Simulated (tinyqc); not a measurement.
Frequency dispersion of an accumulation capacitance by border traps, distributed model: one step of the calculation.

Traps spread evenly through the insulator exchange electrons with the semiconductor by tunnelling, with tau(x) = t0 exp(2 ka x) at depth x from the interface. The admittance per area Y seen at depth x obeys dY/dx = -Y^2/(i w eps0 eox) + q Nb ln(1 + i w tau)/tau, with Y(0) = i w Cs and w = 2 pi f; the gate sees Y(tox) = G + i w C. Working variable y = Y/(i w), in uF/cm^2. Cox = eps0 eox/tox.

Task. Capacitance and conductance at the gate. Beyond xe the traps are ignored, so 1/y(tox) = 1/y(xe) + (tox - xe)/(eps0 eox); C = Re y, G/w = -Im y, loss tangent G/(w C).

Inputs (values chosen for the exercise); permittivity close to that of silicon dioxide: relative permittivity of the insulator eox = 4.05; insulator thickness tox = 7.5 nm; depth down to which the steps are taken xe = 2 nm.

Constants: eps0 = 8.8541878128e-14 F/cm where lengths are in cm. Results are converted to the units shown.

y at xe = 1.6954445-0.1600472i uF/cm^2

Wanted: y at the gate; C; G/w; loss tangent.

Result.

y at the gate = 0.4717-0.0123i uF/cm^2
C = 0.4717 uF/cm^2
G/w = 0.01229 uF/cm^2
loss tangent = 0.02605

tinyqc, about 0.5 s, one thread, Intel Xeon 2.30GHz (shared host): `OMP_NUM_THREADS=1 python tinyqc.py 2202015 2202016 out.jsonl`
